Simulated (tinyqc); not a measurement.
What each parameter does: donor near an oxide interface in a gate field (two-state model).

Interface at z = 0 (hard wall), donor at z = d, field F pulling electrons to the interface: potential e F z; 1 kV/cm = 1e-5 eV/angstrom, c = hbar^2/2m0, q = e^2/(4 pi eps0), Q = (eps - eo)/(eps + eo). Donor state: E_D = e F d - ED - q Q/(4 eps d), the last term joining the images of ion and electron. Interface state: z exp(-b z/2) exp(-rho^2/(2 L^2)) with E_z = c b^2/(4 mz) + 3 e F/b + q Q b/(8 eps), minimised over b; in the plane at z = 3/b the ion (distance D = d - 3/b) and its image (D' = d + 3/b) give E_rho = c/(mt L^2) - (q/eps)(sqrt(pi)/L)[erfcx(D/L) + Q erfcx(D'/L)], erfcx(x) = exp(x^2) erfc(x), minimised over L. E_I = E_z + E_rho.

The two states couple by t = t0 exp(-D/aD) with t0 = q/(eps aD) (2 aD/L) sqrt(aD b/2) v, v a valley factor; this form is an estimate. With detuning u = E_D - E_I the splitting is sqrt(u^2 + 4 t^2) and the lower state has weight (1 - u/sqrt(u^2 + 4 t^2))/2 on the donor.

Constants: hbar^2/2m0 = 3.80998211 eV angstrom^2; e^2/(4 pi eps0) = 14.39964547 eV angstrom.

Parameters, chosen for this exercise (near those of a donor in Si below HfO2, static dielectric constants; the results hold for these values, not for the real material): d = 80 angstrom (depth of the donor); ED = 54.6 meV (bulk binding energy); mz = 0.905 m0 (mass across the interface); mt = 0.191 m0 (mass in the plane); eps = 11.4 (dielectric constant of the semiconductor); eo = 22 (dielectric constant of the oxide); aD = 17.8 angstrom (donor radius); v = 0.42 (valley factor).

Critical field (E_D = E_I), and t and L there.

One parameter was then changed.

Results before and after:

| case | critical field (kV/cm) | t (meV) | L (angstrom) |
|---|---|---|---|
| base | 98.0 | 0.626 | 79.5 |
| changed | 97.2 | 0.671 | 74.4 |

Which of these changes was made? (a) mt = 0.22 m0; (b) eps = 12.1; (c) eo = 33; (d) aD = 19.6 angstrom; (e) mz = 0.769 m0; (f) d = 95 angstrom; (g) ED = 60.6 meV.

Answer: (a) mt = 0.22 m0. Of the candidates, run in turn, only this one gives the changed row.

All candidates:

| case | critical field (kV/cm) | t (meV) | L (angstrom) |
|---|---|---|---|
| base | 98.0 | 0.626 | 79.5 |
| d = 95 angstrom | 78.9 | 0.254 | 90.0 |
| ED = 60.6 meV | 109.1 | 0.602 | 80.4 |
| aD = 19.6 angstrom | 98.0 | 0.873 | 79.5 |
| mz = 0.769 m0 | 102.4 | 0.666 | 78.3 |
| mt = 0.22 m0 | 97.2 | 0.671 | 74.4 |
| eo = 33 | 94.2 | 0.581 | 83.5 |
| eps = 12.1 | 100.6 | 0.578 | 81.3 |

(tinyqc, `OMP_NUM_THREADS=1 python tinyqc.py 1252208 1252209 out.jsonl`, Intel(R) Xeon(R) Processor @ 2.30GHz, 1 thread, shared host, about 0.07 s.)
